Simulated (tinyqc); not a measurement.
Along the channel and with depth: stress in a transistor channel from embedded alloy regions, liners and fins, by half-space elasticity. Computed by tinyqc, a small Python program. Command: `OMP_NUM_THREADS=1 python tinyqc.py 3030253 3030254 out.jsonl stressor walk`. One thread of a shared host (Intel(R) Xeon(R) Processor @ 2.30GHz), about 0.01 s of CPU time with the checks.

Plane strain in an isotropic half-space, the same constants everywhere; x along the channel from its centre, y downwards from the free surface; stress is positive in tension.

Inputs (values chosen for the exercise, modelled on silicon):
```
quantity                          value  unit
alloy fraction x                   0.55     -
lattice change per unit x, beta  0.0426     -
Young's modulus E                   158   GPa
Poisson ratio nu                   0.22     -
channel length L                     28    nm
length of each stressor S           110    nm
recess depth d                       85    nm
depth of the field point y          1.1    nm
```

Stressor: Si(1-x)Ge(x) source and drain.

Method. Misfit e = beta x. A fully constrained inclusion holds the stress -p with p = E e/(1 - 2 nu); a blanket film would hold -E e/(1 - nu) in the plane. A line element dA of misfit at (a, c) in the half-space gives, with C = E e/(2 pi (1 - nu)), X = x - a, r1^2 = X^2 + (y - c)^2, r2^2 = X^2 + Y^2, Y = y + c: s_xx = -C dA {[X^2 - (y - c)^2]/r1^4 + 3 [X^2 - Y^2]/r2^4 + 4 y Y (Y^2 - 3 X^2)/r2^6}, s_yy = C dA {[X^2 - (y - c)^2]/r1^4 - [X^2 - Y^2]/r2^4 + 4 y Y (Y^2 - 3 X^2)/r2^6}. These are integrated over two rectangles, L/2 < |a| < L/2 + S, 0 < c < d (closed form in a, 200 Gauss-Legendre points in c).

misfit e = 0.02343

Stress (MPa):
```
2x/L  s_xx at y  s_yy at y  s_xx at d/2  s_xx at 1.5 d
0.0     -4431.2      0.963      -1242.1         786.10
0.2     -4412.0      1.219      -1249.6         787.42
0.4     -4343.8      2.391      -1271.6         791.32
0.6     -4177.5      7.415      -1306.8         797.61
0.8     -3693.1     51.461      -1353.1         806.01
```

Near the surface s_xx changes by -17 % from the centre to 2x/L = 0.8. At the centre, s_xx at half the recess depth is 0.28 of its value at y, and below the recess -0.18. An element acts with the sign of X^2 - (y - c)^2, so its direct term reverses where the offset in depth exceeds the lateral distance, and the image terms that amplify the stress near the surface fade with depth. Caution: at such misfit the regions may relax by dislocations, and linear elasticity is rough.
